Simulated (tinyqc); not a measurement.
Vacuum evaporation: vapour pressure, source flux, thickness distribution, purity and step coverage: one step, computed by the program tinyqc.

Molecular flow, unit sticking of the metal, no re-evaporation. The background gas is taken as water vapour (18.015 g/mol, collision diameter 0.37 nm) at 300 K.

Task: Rate and uniformity on a fixed wafer above the source. A small source emits (n + 1) Phi area cos^n(phi)/(2 pi) per solid angle; on a parallel plane at height h and lateral distance l the arrival rate is (n + 1) Phi area/(2 pi h^2) x (1 + (l/h)^2)^(-(n + 3)/2). Growth rate = arrival rate x m/rho, m = M u. The wafer is fixed and centred above the source.

Inputs (values chosen for the exercise, modelled on indium, with constants for the liquid):

| quantity | value | unit |
|---|---|---|
| molar mass M | 114.8 | g/mol |
| film density rho | 7.31 | g/cm^3 |
| source temperature T | 1150 | K |
| source area | 2.2 | cm^2 |
| directionality n | 1 | - |
| source-to-wafer distance h | 62 | cm |
| wafer radius R | 2.5 | cm |

flux Phi = 3.555157e+17 1/(cm^2 s)

Constants: u = 1.6605390666e-27 kg.

Give: arrival rate at the centre; growth rate at the centre; edge over centre; non-uniformity (max - min)/(max + min); share of the material that lands on the wafer, 1 - (1 + (R/h)^2)^(-(n + 1)/2).

Result:

arrival rate at the centre = 6.4766e+13 1/(cm^2 s)

growth rate at the centre = 0.016890 nm/s

edge over centre = 0.99676

non-uniformity (max - min)/(max + min) = 0.16246 %

share of the material that lands on the wafer, 1 - (1 + (R/h)^2)^(-(n + 1)/2) = 0.16233 %
